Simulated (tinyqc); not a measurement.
## Gate voltage from the surface potential

Problem. At the source end, Vgs + Vsb - Vfb - psi = gamma sqrt(G), G = psi - Vt + Vt exp((psi - 2 phiF - Vsb)/Vt), and the voltage over the insulator is gamma sqrt(G). Find that voltage and Vgs.

Values chosen for this exercise: temperature T = 300 K; flat-band voltage Vfb = -0.96 V; source-body reverse bias Vsb = 0.3 V.

Constants: q = 1.602176634e-19 C, kB = 1.380649e-23 J/K, Vt = kB T/q. Results are converted to the units shown.

psi = 1.2119058 V
phiF = 0.40749881 V
gamma = 0.46856250 V^0.5

Answer. In this direction the relation is explicit: no iteration is needed.

voltage over the insulator = 0.7081 V
Vgs = 0.6600 V

Computed by the program tinyqc: `OMP_NUM_THREADS=1 python tinyqc.py 2360013 2360014 out.jsonl`, one thread of a shared Intel Xeon 2.30GHz, about 0.04 s for the whole run.
